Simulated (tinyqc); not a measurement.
Comparisons within one model: strain-driven crossing of the Gamma and L valleys in a germanium-like crystal. A value that a table varies takes the place of the one given here.

Biaxial loads: e0 is the in-plane strain e_par and the normal is free. (001): e_perp = -2 (C12/C11) e_par; exx = eyy = e_par, ezz = e_perp, no shear. (111): e_perp = -(2 C11 + 4 C12 - 4 C44)/(C11 + 2 C12 + 4 C44) e_par; exx = eyy = ezz = (2 e_par + e_perp)/3 and exy = eyz = ezx = (e_perp - e_par)/3. (110): e_perp = -(C11 + 3 C12 - 2 C44)/(C11 + C12 + 2 C44) e_par; exx = eyy = (e_par + e_perp)/2, ezz = e_par, exy = (e_perp - e_par)/2, eyz = ezx = 0. Uniaxial loads: a stress along n, scaled so that n.e.n = e0, with exx = s11 sxx + s12 (syy + szz), exy = s44 sxy/2, s11 = (C11 + C12)/((C11 - C12)(C11 + 2 C12)), s12 = -C12/((C11 - C12)(C11 + 2 C12)), s44 = 1/C44.

Edges from the unstrained valence top: Gamma at Eg + ac tr(e); an L valley with unit axis u at EgL + aL tr(e) + XuL (u.e.u - tr(e)/3), u along [111], [1-1-1], [-11-1], [-1-11]; valence edges are the levels of the 6 x 6 matrix of X, Y, Z times spin with -Dso/3 + l exx + m (eyy + ezz) on the diagonal (cyclic), n exy off it, l = av + 2 b, m = av - b, n = sqrt(3) d. Spin-orbit term (Dso/3) L.sigma on X, Y, Z with (L_k)_ij = -i epsilon_kij: <X+|H|Y+> = -i Dso/3, <X+|H|Z-> = Dso/3, <Y+|H|Z-> = -i Dso/3, <Z+|H|X-> = -Dso/3, <Z+|H|Y-> = i Dso/3, <X-|H|Y-> = i Dso/3, and their conjugates; + and - are the spin along z.

Constants: kB = 8.617333262e-05 eV/K.

Parameters, chosen for this exercise (near those of Ge, gaps at low temperature; shifted at random, so the results belong to these values and not to a real crystal): Eg = 0.881 eV (gap at Gamma to the s-like level); EgL = 0.729 eV (gap to L); Dso = 0.29 eV (spin-orbit splitting); ac = -8.35 eV (conduction deformation potential); av = 1.24 eV (valence hydrostatic potential); b = -2.6 eV (tetragonal shear potential); d = -5.33 eV (trigonal shear potential); aL = -1.53 eV (hydrostatic potential of the L edge, Xd + Xu/3); XuL = 15.59 eV (uniaxial potential, L); C11 = 128.9 GPa; C12 = 48.9 GPa; C44 = 66.8 GPa; load = uniaxial [110] (kind of strain); mG = 0.0433 m0 (mass at Gamma); mL = 0.579 m0 (density-of-states mass of the four L valleys together); T = 300 K (temperature); e0 = 0.0314 (size of the strain).

## Which strain makes the gap direct

For tension the difference Gamma minus lowest L is linear in e0; slope per 1 % and the e0 at which it vanishes (a dash: no crossing below 15 %), with the gap there.

Results:
```
load            slope (meV per 1 %)  crossing e0 (%)  gap at the crossing (eV)
biaxial (001)                 -84.7             1.80                     0.552
biaxial (110)                 -29.6             5.13                    -0.247
biaxial (111)                  32.4                -                         -
uniaxial [100]                -30.7             4.95                     0.503
uniaxial [111]                 -6.4                -                         -
uniaxial [110]                 12.1                -                         -
```

The smallest strain is needed for biaxial (001) (1.80 %), then uniaxial [100] (4.95 %). No crossing below 15 % is found for biaxial (111), uniaxial [111] and uniaxial [110]: shear splits the L valleys and pulls the lowest down nearly as fast as, or faster than, Gamma. Loads without off-diagonal strain, (001) and [100], gain (ac - aL) tr(e) = -68 meV per 1 % of volume. Crossings beyond about 3 % are sensitive to second-order terms, left out here. For uniaxial [111] the slope is a near cancellation, so terms beyond this linear model decide. A gap at or below zero marks a crossing beyond the range of this linear model.

## Sweep of a uniaxial [110] strain

The valence splitting is the distance of the top two edges. Share in Gamma = mG^(3/2)/(mG^(3/2) + (mL^(3/2)/4) sum_i exp(-(E_Li - E_Gamma)/kT)).

Results:
```
e0 (%)  direct gap (eV)  indirect gap (eV)  Gamma - L (meV)  valence splitting (meV)  share in Gamma (%)
0.00              0.881              0.729              152                        0             0.00572
0.80              0.806              0.644              162                       51             0.00759
1.60              0.731              0.559              171                       91             0.00541
2.40              0.655              0.474              181                      121             0.00373
3.20              0.578              0.387              191                      143             0.00256
4.00              0.501              0.300              200                      161             0.00176
4.80              0.423              0.213              210                      176             0.00121
5.60              0.345              0.125              220                      190            0.000835
```

The gap stays indirect over the sweep. The direct gap goes from 0.881 to 0.345 eV; of that change -0.211 eV comes from the rise of the valence top through the shear terms and the rest from the volume. The share in Gamma goes from 0.00572 to 0.000835 %, with a peak of 0.00759 % at e0 = 0.80 % among these rows. Beyond about 3 % terms of second order in the strain, left out here, matter.

## What each parameter does

Direct gap, Gamma minus the lowest L edge and the valence splitting. Each row changes one parameter from the base and keeps the others.

Results:
```
case              direct gap (eV)  Gamma - L (meV)  valence splitting (meV)
base                       0.5836            189.9                    141.5
C12 = 56.235 GPa           0.5916            197.1                    150.6
e0 = 0.03611               0.5383            195.6                    152.6
XuL = 13.2515 eV           0.5836            164.8                    141.5
aL = -1.3005 eV            0.5836            185.6                    141.5
ac = -9.6025 eV            0.5599            166.2                    141.5
b = -2.21 eV               0.5934            189.9                    129.9
C44 = 76.82 GPa            0.5676            169.2                    150.9
```

The largest shifts from the base row, up to three for each result and ties (the steps differ in size, so this ranks the rows, not the parameters). direct gap (eV): e0 -0.0453, ac -0.0238, C44 -0.0161; unchanged at the printed digits by XuL and aL. Gamma - L (meV): XuL -25.1, ac -23.8, C44 -20.7; unchanged at the printed digits by b. valence splitting (meV): b -11.7, e0 +11.1, C44 +9.3; unchanged at the printed digits by XuL, aL and ac.

Computed by tinyqc, a small Python program: `OMP_NUM_THREADS=1 python tinyqc.py 1050941 1050942 out.jsonl` (the numbers bound the seed that draws the inputs); one thread of a shared host (Intel(R) Xeon(R) Processor @ 2.30GHz), about 0.01 s for the whole set of steps.
